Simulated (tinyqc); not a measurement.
Isochronal anneals: hydrogen passivation of interface dangling bonds: competing passivation and dissociation with distributed barriers. Computed by tinyqc, a small Python program. Command: `OMP_NUM_THREADS=1 python tinyqc.py 3014355 3014356 out.jsonl passiv walk`. One thread of a shared host (Intel(R) Xeon(R) Processor @ 2.30GHz), about 0.02 s of CPU time with the checks.

P_b + H2 gives P_bH + H at the rate k_f [H2]; P_bH gives P_b + H at the rate k_d. All defects start unpassivated. E_f and E_d are Gaussian and independent.

Inputs (values chosen for the exercise, close to those used for P_b centres at the silicon-oxide interface):
```
quantity                                      value          unit
passivation prefactor k_f0                  2.6e-07        cm^3/s
mean passivation barrier E_f                    1.6            eV
spread sigma_f                                0.023            eV
dissociation prefactor k_d0                 2.8e+13           1/s
mean dissociation barrier E_d                  2.62            eV
spread sigma_d                                0.098            eV
H2 in the oxide per atm, solubility factor  1.2e+18  1/(cm^3 atm)
hydrogen pressure p                              10           atm
anneal time t                                   160             s
```

Constants: k_B = 8.617333262e-05 eV/K.

Method:
- [H2] = solubility factor x p; a = k_f0 [H2] exp(-E_f/(k_B T)), d = k_d0 exp(-E_d/(k_B T)). For one pair of barriers the active share is y = [d + a exp(-(a + d) t)]/(a + d).
- Temperatures in kelvin are T(C) + 273.15.
- Average y over both Gaussians with 40 x 40 Gauss-Hermite points.
- Minimise the averaged y over T between 150 and 900 C: find where ln y is equal at T - 0.05 and T + 0.05 C; T is rounded to 0.1 C.

best temperature = 348.4 C

Active share after the time t:
```
T (C)     a (1/s)     d (1/s)  single barriers  distributed
200    2.8293e-05  3.4683e-15       9.9548e-01   9.9471e-01
250    1.2037e-03  1.6119e-12       8.2482e-01   8.0842e-01
300    2.6617e-02  2.5655e-10       1.4140e-02   3.4317e-02
350    3.5811e-01  1.8100e-08       5.0544e-08   2.9969e-07
400    3.2748e+00  6.7856e-07       2.0721e-07   9.3394e-07
450    2.2051e+01  1.5412e-05       6.9890e-07   2.5764e-06
500    1.1603e+02  2.3372e-04       2.0143e-06   6.3068e-06
600    1.8157e+03  2.1118e-02       1.1631e-05   2.8458e-05
700    1.6145e+04  7.5618e-01       4.6836e-05   9.6229e-05
800    9.5534e+04  1.3899e+01       1.4547e-04   2.6288e-04
```

The distributed share is least at 350 C among these rows, 3.0e-7, and the search puts the optimum at 348.4 C. On the cold side defects with high E_f survive; on the hot side dissociation, with the larger barrier, gains on passivation with an energy E_d - E_f = 1.02 eV. In that row single barriers give 5.1e-8, so the spread raises the floor. Caution: atomic hydrogen, which both passivates and depassivates, and further passivation during cooling are left out. Caution: shares below about 1e-3 in these rows are formal; measured passivation levels off well above them.

Extremes, crossings and ranges named in words are read from the listed rows.
